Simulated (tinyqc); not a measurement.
Reverse leakage of an n+-p junction: diffusion, generation, trap-assisted and band-to-band tunnelling: one step of the calculation.

One-sided abrupt junction in the depletion approximation, x from the junction (0) to W on the p side, field F = F0 (1 - x/W). Flat quasi-Fermi levels, long p side. Traps generate through SRH with both lifetimes shortened by 1 + Gamma (Hurkx enhancement, form for moderate fields); band-to-band generation is local and needs a total bending above Eg.

Question. Current components. u = (Vbi + VR)(1 - x/W)^2, p = Na exp(-u/Vt), n = Nd exp((u - Vbi - VR)/Vt); G0 = ni^2 (1 - exp(-VR/Vt))/(tau (n + p + 2 ni cosh(Et/Vt))); Gamma = 2 sqrt(3 pi)(F/FG) exp((F/FG)^2); trap-assisted part G0 Gamma; G_bb = Ab F^2.5 exp(-Bb/F) with F in V/cm, zero unless Vbi + VR > Eg. 15 equal steps.

Each current is q times the trapezoid sum of its rate; J adds J_diff; J_bb under 1e-8 of the sum is given as 0.

Constants: q = 1.602176634e-19 C. Results are converted to the units shown.

```
point,x (nm),G0 (cm^-3 s^-1),G0 Gamma (cm^-3 s^-1),G_bb (cm^-3 s^-1)
0,0.00000,1.2670807e10,6.0057015e10,5.3037720e-4
1,13.40668,1.1959131e15,5.0790430e15,2.6060927e-6
2,26.81337,4.8493510e17,1.8411488e18,5.7305604e-9
3,40.22005,4.8954728e17,1.6564074e18,4.6174860e-12
4,53.62673,4.8954752e17,1.4700422e18,~0
5,67.03342,4.8954752e17,1.2975071e18,~0
6,80.44010,4.8954752e17,1.1369636e18,~0
7,93.84678,4.8954735e17,9.8675616e17,~0
8,107.25346,4.8948464e17,8.4527859e17,~0
9,120.66015,4.7908181e17,6.9627845e17,~0
10,134.06683,1.8227651e17,2.1737201e17,~0
11,147.47351,8.1554023e15,7.6826469e15,~0
12,160.88020,5.2141708e14,3.6478437e14,~0
13,174.28688,7.2386925e13,3.3524762e13,~0
14,187.69356,2.2128424e13,5.1026242e12,0
15,201.10025,1.4906379e13,0,0
```

J_diff = 2.4473181e-9 A/cm^2

Wanted: J_SRH; J_TAT; J_bb; J.

Answer.

J_SRH = 8.793e-7 A/cm^2
J_TAT = 2.183e-6 A/cm^2
J_bb = 0 A/cm^2
J = 3.064e-6 A/cm^2

Range of the model: The n+ side is degenerate, so Vbi from Boltzmann statistics is only a guide.

tinyqc, about 0.01 s, one thread, Intel Xeon 2.30GHz (shared host): `OMP_NUM_THREADS=1 python tinyqc.py 2290004 2290005 out.jsonl`

~0 in a residual or rate marks an entry under 1e-11 of the largest of its column.
